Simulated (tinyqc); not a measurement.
Floating body of a partially depleted SOI transistor: body voltage and kink: two steps of the calculation.

Source at 0 V. Channel current Ic = 2 nf K Vt^2 [F(0) - F(Vd)](1 + la Vd), F(V) = ln^2(1 + exp((Vg - VT - nf V)/(2 nf Vt))), VT = VT0 - gb Vb. Saturation voltage Vs = 2 Vt sqrt(F(0)) + 3 Vt, excess Ve = (Vd - Vs + sqrt((Vd - Vs)^2 + 0.0004 V^2))/2, multiplication M1 = Ai Ve exp(-Bl/Ve). Each junction passes D(v) = J1 (exp(v/Vt) - 1) + J2 (exp(v/(2 Vt)) - 1). Bipolar current Ib = bb J1 (exp(Vb/Vt) - 1). The body settles where M1 (Ic + Ib) = D(Vb) + D(Vb - Vd) + Vb/Rb; drain current Id = (1 + M1)(Ic + Ib) - D(Vb - Vd).

Values chosen for this exercise; values of the order met in partially depleted silicon-on-insulator transistors: temperature T = 398 K; threshold at zero body voltage VT0 = 0.49 V; fall of the threshold per volt of body voltage gb = 0.35; slope factor nf = 1.43; gain factor per width K = 200 uA/(V^2 um); channel-length modulation factor la = 0.04 1/V; impact-ionisation prefactor Ai = 3.34 1/V; impact-ionisation voltage Bl = 7.3 V; diffusion saturation current of each junction J1 = 1e-9 uA/um; recombination saturation current of each junction J2 = 2.2e-6 uA/um; gain of the lateral bipolar transistor on the diffusion current bb = 1; resistance of a weak body tie to the source (1e9 stands for no tie, and the term is then dropped) Rb = 1e9 kohm um; gate voltage Vg = 0.83 V; drain voltage Vd = 1.6 V.

Constants: q = 1.602176634e-19 C, kB = 1.380649e-23 J/K, Vt = kB T/q. Results are converted to the units shown.

Task 1. New Vb. Current into the body I_in = M1 (Ic + Ib) - D(Vb - Vd), current out I_out = D(Vb) + Vb/Rb; f = ln(I_in/I_out), s = df/dVb by central differences over 1e-5 V, Vb(new) = Vb - f/s.

Vb at the start = 0.55 V

Give: Ic; Ve; M1; I_in; I_out; f; s; Vb after iteration 1.

Result 1.

Ic = 21.132 uA/um
Ve = 1.1245 V
M1 = 0.0056941
I_in = 0.12038 uA/um
I_out = 0.015892 uA/um
f = 2.0249
s = -23.338 1/V
Vb after iteration 1 = 0.63676 V

Task 2. Drain current with floating and with grounded body. Id and VT at the converged Vb, Id at Vb = 0, their ratio, and the bipolar share Ib/(Ic + Ib).

converged Vb = 0.63027047 V

Wanted: VT; Id, floating; Id, grounded; ratio; bipolar share.

Result 2.

VT = 0.2694 V
Id, floating = 23.62 uA/um
Id, grounded = 8.865 uA/um
ratio = 2.665
bipolar share = 0.4072 %

The body rises to 0.630 V and lowers the threshold by 221 mV.

Range of the model: The multiplication law is an empirical form chosen for the exercise; self-heating and capacitive coupling to the body are left out, and the linear laws are rough once Vb passes about 0.7 V or M1 about 0.1.

tinyqc, about 0.2 s, one thread, Intel Xeon 2.30GHz (shared host): `OMP_NUM_THREADS=1 python tinyqc.py 2182089 2182090 out.jsonl`
